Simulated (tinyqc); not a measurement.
The choice of windows: ionisation potential and affinity of a slab from the planar-averaged potential.

A model of the planar-averaged electrostatic energy of an electron in a periodic cell of N1 periods of A (L1 = N1 n1 h) and N2 periods of vacuum (L2 = N2 n2 h), on z_j = j h: V(z) = f VA + (1 - f) VB + F t(z), VA = V1[0] + V1[1] cos(2 pi z/(n1 h)) + V1[2] cos(4 pi z/(n1 h)), VB the same with V2, n2 and z - L1. f = [tanh(z/w) - tanh((z - L1)/w) + tanh((z - L1 - L2)/w)]/2 + 1/2; t(z) = z - L1/2 in A and (L1/L2)(L1 + L2/2 - z) beyond, so that the cell is periodic.

Running mean over n points, periodic: for odd n the plain mean of the n points centred on j; for even n the n + 1 points with half weight at both ends. The macroscopic average applies the mean over n1 points and then over n2 points.

Parameters, chosen for this exercise (gap near that of GaN; the results hold for these values, not for the real material):
```
symbol  value                unit         meaning
h       0.35                 angstrom     grid step
n1      6                                 grid points per period of A
n2      6                                 grid points per period of the vacuum filter
N1      5                                 periods of A
N2      4                                 periods of vacuum
V1      (-8.98, 1.19, 0.69)  eV           mean and two harmonics of the potential in A
V2      (0, 0, 0)            eV           the same in vacuum
w       0.52                 angstrom     width of the interfaces
F       0                    eV/angstrom  slope in A from opposite charges on the two interfaces
```

dV read at j = 15 and 42 after means over the numbers of points listed; ripple is the spread over the five points around each.

Results:
```
windows  dV (eV)  ripple in A (meV)  ripple in vacuum (meV)
none       9.480               1190                       0
6 only     8.980                  0                       0
7 only     8.711                403                       0
7, 7       8.990                 24                       1
6, 6       8.980                  0                       1
```

Which rows can be used, and how does a wrong window show?

The last row matches both periods and lies 0 meV from the value of a thick cell, V2[0] - V1[0] = 8.980 eV. Against it the raw potential errs by +0.50 eV. Within 20 meV of it lie: 6 only and 7, 7. A window one point too long leaves a ripple of 403 meV in A, against 0 meV in the last row: the ripple is the sign to look for. Rows to use, with under 30 meV of ripple in both regions once the tilt is taken off: 6 only, 7, 7 and 6, 6. A row with a large ripple can hit the right value only by chance.

Program tinyqc; command `OMP_NUM_THREADS=1 python tinyqc.py 1880373 1880374 out.jsonl`; about 0.01 s on one thread of a shared Intel(R) Xeon(R) Processor @ 2.30GHz.
